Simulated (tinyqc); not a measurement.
From results back to parameters: carrier statistics of a doped semiconductor with parabolic bands. Three cases, with inputs chosen for the exercise.

Problem. ni^2 = C^2 (T/300 K)^3 exp(-Eg(T)/kB T) with Eg(T) = Eg0 - al T^2/(T + be). Two intrinsic densities were computed from hidden Eg0 and C = sqrt(Nc Nv) at 300 K.

Constants: kB = 8.617333262e-05 eV/K.

Find: Eg0; C.

Method. y(T) = 2 ln ni - 3 ln(T/300) - al T/((T + be) kB) equals 2 ln C - Eg0/(kB T), a straight line in 1/T; two points give slope and intercept.

Case 1.

Values chosen (near those of Si; not measured data):
- al = 0.000467 eV/K (Varshni alpha)
- be = 625 K (Varshni beta)
- T1 = 310 K
- T2 = 450 K

ni(T1) = 1.44008e+10 1/cm^3
ni(T2) = 2.88347e+13 1/cm^3

Solution.

Eg0 = 1.169 eV
C = 1.78e+19 1/cm^3

Case 2.

Values chosen (near those of GaSb; not measured data):
- al = 0.000429 eV/K (Varshni alpha)
- be = 145 K (Varshni beta)
- T1 = 320 K
- T2 = 490 K

ni(T1) = 2.74274e+12 1/cm^3
ni(T2) = 1.06313e+15 1/cm^3

Solution.

Eg0 = 0.813 eV
C = 1.13e+18 1/cm^3

Case 3.

Values chosen (near those of AlAs; not measured data):
- al = 0.000701 eV/K (Varshni alpha)
- be = 544 K (Varshni beta)
- T1 = 310 K
- T2 = 520 K

ni(T1) = 51.3273 1/cm^3
ni(T2) = 4.10082e+09 1/cm^3

Solution.

Eg0 = 2.237 eV
C = 1.70e+19 1/cm^3

Computed by tinyqc, one run a case: `OMP_NUM_THREADS=1 python tinyqc.py N N+1 out.jsonl` with N = 1652518, 1652644, 1652724; one thread of a shared Intel(R) Xeon(R) Processor @ 2.30GHz, about 0.02 s a run at most.
